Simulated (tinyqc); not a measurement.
Worked calculation: Hubbard ring of 3 sites. One step of it, computed by the program tinyqc.

Task: Mean-field iteration 1. H(up) = T + U n(down), H(down) = T + U n(up); fill the lowest levels; n(new) = n + mixing (n(out) - n); E = tr T (rho up + rho down) + U sum n_up n_down of the output.

one-body matrix (hopping and site energies) (eV), order 1, 2, 3:
$$\begin{pmatrix}
0.000000 & -1.480000 & -1.480000 \\
-1.480000 & 0.000000 & -1.480000 \\
-1.480000 & -1.480000 & 0.000000
\end{pmatrix}$$

U = 1.000000 eV

electrons, up and down: [1, 1]

mixing = 1

n(up) at the start (a guess, not normalised): 1 0.633000, 2 0.033000, 3 0.633000

n(down) at the start (a guess): 1 0.033000, 2 0.633000, 3 0.033000

Give: levels, up; levels, down; energy; n(up) after iteration 1; n(down) after iteration 1.

Result:

levels, up (eV): [-2.7442, 1.5130, 1.9302]

levels, down (eV): [-2.5458, 1.7318, 2.1130]

energy = -5.5562 eV

n(up) after iteration 1: 1 0.3612, 2 0.2775, 3 0.3612

n(down) after iteration 1: 1 0.3014, 2 0.3971, 3 0.3014
